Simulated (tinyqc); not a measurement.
# Worked calculation: MOSFET in the linear regime without short-channel effects, parameter extraction from computed curves

Numbers from tinyqc (`OMP_NUM_THREADS=1 python tinyqc.py 2210013 2210014 out.jsonl`; about 0.01 s on one thread of a shared Intel Xeon 2.30GHz). Printed values are rounded.

Inversion charge Q = Cox n Vt W0(exp((Vg - VT)/(n Vt))), W0 the Lambert function and n = nf; u = Q/Cox; mobility mu = mu0/(1 + th1 u + th2 u^2); channel resistance Rch = (L - dL)/(W mu Q); Id = Vd/(Rch + Rsd/W). Cox = eps0 eox/tox. Small Vd, no channel-length or drain effects.

Inputs (values chosen for the exercise); channel values of the order met in silicon transistors:
```
symbol,value,unit,meaning
T,300,K,temperature
eox,22.3,,relative permittivity of the gate insulator (close to hafnium oxide)
tox,6.6,nm,insulator thickness
mu0,94,cm^2/(V s),low-field mobility
th1,0.28,1/V,first mobility attenuation factor
th2,0.13,1/V^2,second mobility attenuation factor
VT,0.35,V,threshold voltage
nf,1.06,,body factor
W,10,um,gate width
L,1.1,um,drawn gate length
dL,0.003,um,drawn less effective length
Rsd,150,ohm um,source plus drain resistance
Vd,0.01,V,drain voltage
```

Constants: q = 1.602176634e-19 C, kB = 1.380649e-23 J/K, Vt = kB T/q, eps0 = 8.8541878128e-14 F/cm where lengths are in cm. Results are converted to the units shown.

## Transfer curve

Vg, point 0 to 9 (V): 0.05  0.2  0.35  0.5  0.65  0.8  0.95  1.1  1.25  1.4

u, mu, Rch and Id as defined.

```
point	u (V)	mu (cm^2/(V s))	Rch (ohm)	Id (uA)
0	4.82264e-7	94.0000	8.08881e8	1.23628e-5
1	1.14481e-4	93.9970	3.40762e6	0.00293459
2	0.0155415	93.5898	25210.2	0.396430
3	0.111535	91.0106	3612.39	2.75680
4	0.240481	87.4538	1743.56	5.68646
5	0.378082	83.5967	1160.17	8.50940
6	0.519381	79.6276	886.640	11.0909
7	0.662703	75.6448	731.474	13.3963
8	0.807294	71.7138	633.377	15.4231
9	0.952755	67.8809	566.981	17.1827
```

## Threshold and mobility at the peak transconductance

gm_i = (Id_(i+1) - Id_(i-1))/(Vg_(i+1) - Vg_(i-1)); at the point j of largest gm the tangent meets the axis at V_ext = Vg_j - Id_j/gm_j; field-effect mobility gm_j L/(W Cox Vd) with the drawn L.

gm, point 1 to 8 (uS): 1.32139  9.17956  17.6334  19.1753  18.0148  16.2897  14.4407  12.6213
j = 4
V_ext = 0.353449 V
field-effect mobility = 70.5060 cm^2/(V s)

V_ext is 3.4 mV above the model VT, and the mobility so found is 25 % below mu0 L/(L - dL) = 94.3 cm^2/(V s), the value for the drawn L; attenuation, series resistance and the slow approach of Q to a straight line all lower the peak gm.

## The Y function

Y_i = Id_i/sqrt(gm_i). For Id = beta Vd x/(1 + th x), x = Vg - VT, Y = sqrt(beta Vd) x whatever th. Slope s from points 5 and 8; VT_Y = Vg - Y/s at point 8; beta = s^2/Vd; mobility beta L/(W Cox) with the drawn L; th* = (beta Vd x/Id - 1)/x at point 8.

Y, point 1 to 8 (uA^0.5 V^0.5): 0.00255289  0.130844  0.656504  1.29859  2.00486  2.74796  3.52525  4.34130
s = 5.19208 uA^0.5 V^-0.5
VT_Y = 0.413862 V
beta = 2695.77 uA/V^2
mobility from Y = 99.1211 cm^2/(V s)
th* = 0.551904 1/V

The mobility from Y is 5.2 % above mu0 L/(L - dL) = 94.3 cm^2/(V s), which it should reach in deep inversion when th2 = 0. th* compares with th1 + mu0 Cox Rsd/(L - dL) = 0.318 1/V, since series resistance enters like th1. The match is poor here: at these overdrives Q is not yet a straight line in Vg and th2 bends Y.
